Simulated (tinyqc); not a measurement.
Surface photovoltage measurement of the minority-carrier diffusion length in a wafer: one step, computed by the program tinyqc.

Low injection, steady light, a depletion layer much thinner than 1/alpha and L. The excess density dn is taken at the front edge of the neutral region; light that reaches the back is lost.

Task: The linear plot. alpha = (84.732/lambda - 76.417)^2 per cm with lambda in micrometre (an empirical fit for silicon between 0.7 and 1.05 micrometre). Thick wafer: dn = Phi L/((S_f + D/L)(L + 1/alpha)). Finite wafer, with s = S_b L/D, w = W/L, a = alpha L: dn = [Phi a/(a^2 - 1)] [a - B - exp(-alpha W)(a - s)/(cosh w + s sinh w)]/(S_f + B D/L), B = (sinh w + s cosh w)/(cosh w + s sinh w). Readings y = (Phi/dn) (1 + noise x g) at 780, 830, 880, 920, 950, 975 and 995 nm; a least-squares line y = c (1/alpha + L_app) gives L_app = intercept/slope.

Inputs (values chosen for the exercise, modelled on p-type silicon at room temperature):
```
quantity                            value        unit
diffusion length L                     48  micrometre
wafer thickness W                     525  micrometre
diffusivity D                        33.8      cm^2/s
front recombination velocity S_f      160        cm/s
back recombination velocity S_b      1400        cm/s
photon flux entering              2.4e+13  1/(cm^2 s)
relative noise of each reading        0.2           %
```

normal deviates g for the noise: -1.69  -0.95  0.35  0.58  0.00  -0.44  0.41

Give: the table «Readings» with the columns 1/alpha (micrometre), y (cm/s), line (cm/s), for lambda (nm) = 780, 830, 880, 920, 950, 975, 995; slope; apparent length L_app; error of L_app (rounded to 0.001).

Result:

Readings:
```
lambda (nm)  1/alpha (micrometre)  y (cm/s)  line (cm/s)
780                           9.6      8618         8635
830                          15.2      9461         9467
880                          25.3     11010        10993
920                          40.7     13317        13296
950                          61.3     16396        16394
975                          90.9     20824        20848
995                         130.9     26861        26853
```

slope = 150.3 cm/(s micrometre)

apparent length L_app = 47.83 micrometre

error of L_app (rounded to 0.001) = -0.347 %

At W/L = 10.9 the finite thickness shifts L_app by less than 0.05 %. S_f scales all readings alike and leaves L_app unchanged.
